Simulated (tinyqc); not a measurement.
Space-charge-limited current through a thin insulating or semi-insulating film with traps: one step, computed by the program tinyqc. Command: `OMP_NUM_THREADS=1 python tinyqc.py 3012214 3012215 out.jsonl sclc walk`. One thread of a shared host (Intel(R) Xeon(R) Processor @ 2.30GHz), about 0.01 s of CPU time with the checks.

One ohmic injecting contact at x = 0 (field zero), drift only, non-degenerate free carriers.

Question. One point of the curve. Free density n_0 = N_c exp(-E_0/k_B T) in equilibrium; trapped density n_t(n) = N_t/(1 + n_1/n), n_1 = N_c exp(-E_t/k_B T). J = e mu n F and (eps eps_0/e) dF/dx = n - n_0 + n_t(n) - n_t(n_0) = rho(n). With F = J/(e mu n): d = (eps eps_0 J/(e^2 mu)) I_1 and V = (eps eps_0 J^2/(e^3 mu^2)) I_2, I_k = int_(n_L)^infinity dn/(n^(k+1) rho(n)), n_L the density at the anode; with u = n_L/n, 200 Gauss-Legendre points in t, u = 1 - (1 - t)^2. Anode field J/(e mu n_L); Mott-Gurney current (9/8) eps eps_0 mu V^2/d^3; ohmic current e n_0 mu V/d.

Inputs (values chosen for the exercise, modelled on HfO2):

| quantity | value | unit |
|---|---|---|
| permittivity eps | 22 | - |
| band mobility mu | 0.034 | cm^2/(V s) |
| effective density of states N_c | 9.4e+19 | 1/cm^3 |
| trap density N_t | 6.4e+15 | 1/cm^3 |
| equilibrium Fermi level below the band edge, E_0 | 0.9 | eV |
| thickness d | 2900 | nm |
| free density at the anode, in units of N_c | 6.4e-07 | - |
| temperature T | 300 | K |
| trap level E_t below the band edge | 0.26 | eV |

Traps: single level.

Constants: k_B = 8.617333262e-05 eV/K; eps_0 = 8.8541878128e-12 F/m; e = 1.602176634e-19 C.

Give: I_1; I_2; current density J; voltage V; anode field over mean field V/d; trap-free Mott-Gurney current; ohmic current.

Answer.

I_1 = 5.433e-29 cm^6

I_2 = 5.996e-43 cm^9

current density J = 0.002392 A/cm^2

voltage V = 1.405 V

anode field over mean field V/d = 1.506

trap-free Mott-Gurney current = 0.006032 A/cm^2

ohmic current = 1.885e-12 A/cm^2
